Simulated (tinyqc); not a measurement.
## Transit time and capacitance from two cut-off frequencies

Problem. 1/(2 pi fT) = tauF + Vt C/JC, C the sum of the junction capacitances per area. Find C, tauF and the limit of fT at high current.

Values chosen for this exercise: temperature T = 300 K.

Constants: q = 1.602176634e-19 C, kB = 1.380649e-23 J/K, Vt = kB T/q. Results are converted to the units shown.

JC (mA/um^2): 0.025  0.24
fT (GHz): 16.097947  25.786842

Solution. The delay is a straight line in 1/JC with slope Vt C and intercept tauF.

C = 4.01 fF/um^2
tauF = 5.74 ps
limit of fT = 27.7 GHz

tinyqc, about 0.01 s, one thread, Intel Xeon 2.30GHz (shared host): `OMP_NUM_THREADS=1 python tinyqc.py 2320031 2320032 out.jsonl`
